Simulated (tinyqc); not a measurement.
Composition and strain of an epitaxial Si(1-x)Ge(x) layer from Raman and X-ray peaks: one step, computed by the program tinyqc. Command: `OMP_NUM_THREADS=1 python tinyqc.py 3031772 3031773 out.jsonl epiraman walk`. One thread of a shared host (Intel(R) Xeon(R) Processor @ 2.30GHz), about 0.01 s of CPU time with the checks.

A (001) layer, biaxially strained in the plane. The Raman peaks follow empirical lines omega = w0 + c1 x + c3 x^3 + b eps (c3 for Si-Ge alone), with eps the in-plane strain.

Question. Lattice constants and strain. Relaxed lattice constant a(x) = a_Si + (a_Ge - a_Si) x - B x (1 - x). In-plane constant a_par = a_sub + R (a(x) - a_sub); eps = a_par/a(x) - 1; eps_perp = -(2 C12/C11) eps with 2 C12/C11 linear in x; a_perp = a(x) (1 + eps_perp). The buffer has a_sub = a(y).

Inputs (values chosen for the exercise, modelled on silicon-germanium):

| quantity | value | unit |
|---|---|---|
| Ge fraction x | 0.33 | - |
| degree of relaxation R | 0.84 | - |
| Ge fraction y of the buffer | 0.081 | - |
| lattice constant of Si | 5.431 | angstrom |
| lattice constant of Ge | 5.658 | angstrom |
| bowing B | 0.025 | angstrom |
| 2 C12/C11 of Si | 0.773 | - |
| 2 C12/C11 of Ge | 0.747 | - |

Substrate: relaxed alloy buffer.

Give: relaxed constant a(x); substrate constant a_sub; a_par; in-plane strain eps; strain along the normal; a_perp.

Answer.

relaxed constant a(x) = 5.500 angstrom

substrate constant a_sub = 5.448 angstrom

a_par = 5.492 angstrom

in-plane strain eps = -1.538 per mille

strain along the normal = 1.175 per mille

a_perp = 5.507 angstrom

The layer is under compression in the plane and is stretched along the normal.
